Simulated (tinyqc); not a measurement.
From a target to a composition: model-solid line-up of a strained alloy layer on a substrate.

Problem. A layer of the alloy is strained to the substrate, and its gap (Ec minus the top valence edge) is given. Find x between 0.11 and 0.98, where the gap is monotonic.

All values of the alloy are linear in x but the gap, Eg(x) = (1 - x) Eg_A + x Eg_B - C x (1 - x), and the valence edge, Ev(x) = (1 - x) Ev_A + x Ev_B + fv C x (1 - x); Ec = Ev + Eg. Ev is the top of the unstrained valence band on a scale common to all materials. In the layer only the Gamma valley of the conduction band is followed, also where an X or L valley would lie lower.

Coherent growth on a (001) face: e_par = (a_s - a)/a, e_perp = -2 (C12/C11) e_par; exx = eyy = e_par, ezz = e_perp, no shear.

Strained edges: Ec + ac tr(e); the valence edges are Ev plus the levels of the 6 x 6 matrix of X, Y, Z times spin with -Dso/3 + l exx + m (eyy + ezz) on the diagonal (cyclic), n exy off it, l = av + 2 b, m = av - b, n = sqrt(3) d. Spin-orbit term (Dso/3) L.sigma on X, Y, Z with (L_k)_ij = -i epsilon_kij: <X+|H|Y+> = -i Dso/3, <X+|H|Z-> = Dso/3, <Y+|H|Z-> = -i Dso/3, <Z+|H|X-> = -Dso/3, <Z+|H|Y-> = i Dso/3, <X-|H|Y-> = i Dso/3, and their conjugates; + and - are the spin along z.

Inputs chosen for the exercise (A near AlAs, B near InAs, substrate near InP; the results hold for these values, not for the real material): a = (5.667, 6.059) angstrom (lattice constant of A, B); Eg = (3.075, 0.413) eV (gap at Gamma to the s-like level of A, B); Dso = (0.277, 0.387) eV (spin-orbit splitting of A, B); Ev = (-1.35, -0.59) eV (top of the unstrained valence band of A, B); ac = (-5.7, -5.11) eV (conduction deformation potential of A, B); av = (2.44, 0.99) eV (valence hydrostatic potential of A, B); b = (-2.3, -1.8) eV (tetragonal shear potential of A, B); d = (-3.44, -3.58) eV (trigonal shear potential of A, B); C11 = (124.1, 84.5) GPa (of A, B); C12 = (53.5, 45.2) GPa (of A, B); C44 = (53.9, 40.1) GPa (of A, B); C = 0.664 eV (bowing of the gap); fv = 0.2 (share of the bowing taken by the valence edge); a_s = 5.878 angstrom (substrate); face = 001 (growth face).

strained gap = 1.216244 eV

Find: x; e_par; gap of the relaxed alloy.

Solution. Bisect on x; the strained gap is 2.2678 eV at x = 0.11 and 0.5108 eV at x = 0.98.

x = 0.650
e_par = -0.740 %
gap of the relaxed alloy = 1.194 eV

Computed by tinyqc, a small Python program: `OMP_NUM_THREADS=1 python tinyqc.py 1081547 1081548 out.jsonl` (the numbers bound the seed that draws the inputs); one thread of a shared host (Intel(R) Xeon(R) Processor @ 2.30GHz), about 0.01 s for the whole set of steps.
